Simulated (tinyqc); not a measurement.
Approximations against the iterative solution: electron mobility of a polar semiconductor by Rode's iterative solution of the Boltzmann equation. Computed by tinyqc, a small Python program. Command: `OMP_NUM_THREADS=1 python tinyqc.py 3011051 3011052 out.jsonl rode walk`. One thread of a shared host (Intel(R) Xeon(R) Processor @ 2.30GHz), about 0.01 s of CPU time with the checks.

The distribution is f(E) + e F l(E) (-df/dE) cos(theta) for a weak field F, theta counted from the force; l(E) is a mean free path. Elastic processes enter by their momentum rate, polar optical phonons by out- and in-scattering terms. One valley only: where upper valleys lie close, measured mobilities are lower. The density n is prescribed, even where a narrow-gap material would have more intrinsic carriers.

Inputs (values chosen for the exercise, modelled on InAs):

| quantity | value | unit |
|---|---|---|
| effective mass m | 0.0228 | m_0 |
| non-parabolicity alpha | 2.3 | 1/eV |
| static permittivity eps_s | 15.1 | - |
| high-frequency permittivity eps_inf | 12.3 | - |
| density rho | 5680 | kg/m^3 |
| sound velocity v_l | 4220 | m/s |
| acoustic deformation potential D_A | 5.6 | eV |
| optical phonon energy hbar w | 29.7 | meV |
| piezoelectric coupling K | 0.018 | - |
| electron density n | 5.9e+17 | 1/cm^3 |
| compensation ratio C | 0 | - |
| temperature T | 150 | K |
| grid points per phonon energy s | 10 | - |
| iteration cap | 200 | - |

Band: Kane. Elastic processes: acoustic, piezoelectric, impurity.

Constants: k_B = 8.617333262e-05 eV/K; m_0 = 9.1093837015e-31 kg; e = 1.602176634e-19 C; hbar = 1.054571817e-34 J s; eps_0 = 8.8541878128e-12 F/m; k_B = 1.380649e-23 J/K; hbar = 6.582119569e-16 eV s.

Method:
- Kane band: hbar^2 k^2/(2 m) = E (1 + alpha E), speed v = hbar k/(m (1 + 2 alpha E)), states per spin, volume and energy g(E) = m k (1 + 2 alpha E)/(2 pi^2 hbar^2); overlap factors are set to 1. Masses are multiplied by m_0 and all formulas are in SI units.
- The reduced Fermi level eta = E_F/(k_B T) solves n = 2 Z int g f dE with f = 1/(1 + exp(x - eta)) (Z = 1 unless valleys are given); screening length L_s = sqrt(eps_s eps_0 k_B T/(e^2 dn/deta)), dn/deta = 2 Z int g f (1 - f) dE.
- Integrals over x = E/(k_B T) use 160 Gauss-Legendre points in u = sqrt(x) from 0 to sqrt(max(eta, 0) + 32).
- N_I = n (1 + C)/(1 - C).
- Phonon occupation N_q = 1/(exp(hbar w/(k_B T)) - 1).
- Acoustic deformation potential (elastic, equipartition, absorption and emission together): 1/tau = 2 pi k_B T D_A^2 g(E)/(hbar rho v_l^2).
- Piezoelectric (elastic, unscreened, momentum relaxation): 1/tau = e^2 K^2 k_B T m (1 + 2 alpha E)/(2 pi eps_s eps_0 hbar^3 k), with alpha = 0 for a parabolic band.
- Singly charged impurities, momentum relaxation: 1/tau = N_I e^4 m (1 + 2 alpha E) Phi/(8 pi (eps_s eps_0)^2 hbar^3 k^3), with alpha = 0 for a parabolic band.
- Brooks-Herring: Phi = ln(1 + b) - b/(1 + b), b = 4 k^2 L_s^2.
- Polar optical, unscreened: W = e^2 w (1/eps_inf - 1/eps_s) m (1 + 2 alpha E') ln|(k + k')/(k - k')| / (4 pi eps_0 hbar^2 k), times N_q for absorption (E' = E + hbar w) and N_q + 1 for emission (E' = E - hbar w > 0), with alpha = 0 for a parabolic band; mean cosine of the angle <cos> = (k^2 + k'^2)/(2 k k') - 1/ln|(k + k')/(k - k')|.
- Energy grid E_j = (j + 1/2) hbar w/s, j = 0, 1, ..., up to (max(eta, 0) + 18) k_B T, so that E_j +/- hbar w are grid points; l = 0 beyond the grid; integrals are sums times the spacing.
- With f' = f(E'): out-scattering S_o = sum over absorption and emission of W (1 - f')/(1 - f); nu = sum of elastic rates; the in-scattering weights are c+ = W_abs <cos> (1 - f')/(1 - f) for E' = E + hbar w and c- likewise for emission.
- Iteration: l_new(E) = [v(E) + c+ l(E + hbar w) + c- l(E - hbar w)]/(nu + S_o), from l = 0.
- mu = e sum g v l f (1 - f) / (3 k_B T sum g f) over the grid; stop when mu changes by less than 1e-8 of itself.
- Self-energy RTA: l = v/(nu + S_o), the first iteration. Momentum RTA: l = v/(nu + S_o - c+ v(E + hbar w)/v - c- v(E - hbar w)/v), listed only where the denominator is positive on the whole grid. The polar-only value solves the same system with nu = 0; the elastic value takes l = v/nu.

reduced Fermi level eta = 6.96786

ionised impurity density N_I = 5.90e+17 1/cm^3

screening length L_s = 8.71191 nm

mobility mu = 15310.2 cm^2/(V s)

Mobilities:

| method | mu (cm^2/(V s)) | deviation (%) |
|---|---|---|
| iterative solution | 15310 | 0.00 |
| self-energy RTA | 11317 | -26.08 |
| momentum RTA | 15395 | 0.55 |
| polar phonons alone, exact | 62515 | 308.33 |
| elastic processes alone | 21000 | 37.17 |
| Matthiessen's rule on the last two | 15720 | 2.68 |

self-energy RTA mobility = 11317 cm^2/(V s)

polar-phonon mobility = 62515 cm^2/(V s)

elastic mobility = 21000 cm^2/(V s)

error of the self-energy RTA = -26.083 %

The self-energy RTA is 26.1 % low: it counts every polar event as a full loss of current, though forward events keep part of it. Here hbar w/k_B T = 2.30. Matthiessen's rule is 2.7 % high. The momentum RTA deviates by +0.6 %. Caution: the gas is degenerate, and screening of the polar coupling, left out here, would raise the mobility.
